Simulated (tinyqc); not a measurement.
Elastic strain and critical thickness of a cubic alloy layer A(1-x)B(x) on a thick substrate: one step, computed by the program tinyqc.

Strain is positive in tension. The layer is coherent with the substrate unless said otherwise.

Question. Equilibrium strain at the thickness h. For h > h_c the same force balance gives the strain left, |e| = |f| A [ln(h/b) + 1]/h, and below h_c e = f; relaxation = 1 - e/f; dislocations per length across each line direction = (|f| - |e|)/(b cos lambda), times 2/3 for the three line sets on (111).

Inputs (values chosen for the exercise, for a model alloy): layer thickness h = 77 nm.

Layer: buried under a thick cap. Misfit dislocation: edge.

critical thickness h_c (Matthews-Blakeslee) = 2.695051 nm

misfit f = 0.02755170

prefactor A = 0.9179573 nm

Burgers vector b = 0.3888720 nm

Give: strain left e; relaxation; dislocation line density.

Answer.

strain left e = 0.002065

relaxation = 92.50 %

dislocation line density = 43.69 1/micrometre

h is 28.57 h_c: in equilibrium dislocations lie 22.9 nm apart; slow nucleation and glide can keep a real layer more strained. Caution: an edge dislocation with b in the interface cannot reach it by glide, so the force balance is formal for it. Caution: a critical thickness of a few Burgers vectors is outside continuum elasticity and hangs on the core term.
